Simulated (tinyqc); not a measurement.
Fully depleted semiconductor-on-insulator film with two gates, non-linear Poisson equation by Newton steps: two steps of the calculation.

One dimension across the film, front interface at x = 0, back interface at x = ts. psi is counted from the intrinsic level, n = ni exp(psi/Vt) (source grounded), holes neglected, acceptors ionised. Gates act through Cox = eps0 eox/tox and Cbox = 3.9 eps0/tb with potentials G1 = Vg - (phiM - chi - Vt ln(Nc/ni)) and G2 = Vb - (phiB - chi - Vt ln(Nc/ni)). Classical Boltzmann densities, no interface charge, no depletion in the back plane.

Parameters, values chosen for the exercise; band and dielectric values close to those of germanium: temperature T = 250 K; band gap Eg = 0.655 eV; relative permittivity eps_r = 16.1; conduction-band density of states at T Nc = 7.99e18 cm^-3; valence-band density of states at T Nv = 4.59e18 cm^-3; electron affinity chi = 4.05 eV; relative permittivity of the gate insulator (close to silicon dioxide) eox = 3.9; insulator thickness tox = 1.2 nm; film thickness ts = 19 nm; buried-oxide thickness (eps_r 3.9) tb = 47 nm; work function of the front gate phiM = 4.52 eV; work function of the back plane phiB = 4.65 eV; back-gate voltage Vb = 0 V; front-gate voltage Vg = 0.23 V.

Constants: q = 1.602176634e-19 C, kB = 1.380649e-23 J/K, Vt = kB T/q, eps0 = 8.8541878128e-14 F/cm where lengths are in cm. Results are converted to the units shown.

Question 1. Capacitances and gate potentials. ni = sqrt(Nc Nv) exp(-Eg/(2 Vt)), Eg in volts; Cox, Cbox, G1, G2 as defined; Cs = eps0 eps_r/ts; a = eps0 eps_r/h with h = ts/9; coupling ratio of a depleted film Cs Cbox/(Cox (Cs + Cbox)).

Give: ni; Cox; Cbox; Cs; a; G1; G2; coupling ratio.

Answer 1.

ni = 1.514e12 cm^-3
Cox = 2.878 uF/cm^2
Cbox = 0.07347 uF/cm^2
Cs = 0.7503 uF/cm^2
a = 6.752 uF/cm^2
G1 = 0.09347 V
G2 = -0.2665 V
coupling ratio = 0.02325

Question 2. Newton step. Solve a d_(i-1) + b_i d_i + a d_(i+1) = -F_i for all nodes. Each component d is damped to sign(d) Vt ln(1 + |d|/Vt) before it is added.

a = 6.7524832 uF/cm^2

```
node  diagonal b (F/cm^2)  residual F (C/cm^2)  psi at the start (V)
0           -9.6301430e-6         3.8745907e-8                  0.08
1           -1.3505064e-5       -3.5922769e-11                  0.08
2           -1.3505064e-5       -3.5922769e-11                  0.08
3           -1.3505064e-5       -3.5922769e-11                  0.08
4           -1.3505064e-5       -3.5922769e-11                  0.08
5           -1.3505064e-5       -3.5922769e-11                  0.08
6           -1.3505064e-5       -3.5922769e-11                  0.08
7           -1.3505064e-5       -3.5922769e-11                  0.08
8           -1.3505064e-5       -3.5922769e-11                  0.08
9           -6.8260029e-6        -2.5477777e-8                  0.08
```

Find: Newton step d, before damping; psi after iteration 1.

Answer 2.

```
node  Newton step d, before damping (V)  psi after iteration 1 (V)
0                               0.00519                    0.08465
1                               0.00166                    0.08160
2                              -0.00186                    0.07821
3                              -0.00538                    0.07520
4                              -0.00889                    0.07256
5                              -0.01240                    0.07021
6                              -0.01590                    0.06809
7                              -0.01939                    0.06617
8                              -0.02288                    0.06441
9                              -0.02637                    0.06278
```

Program tinyqc, `OMP_NUM_THREADS=1 python tinyqc.py 2190052 2190053 out.jsonl`; Intel Xeon 2.30GHz, shared host, one thread, about 0.4 s.
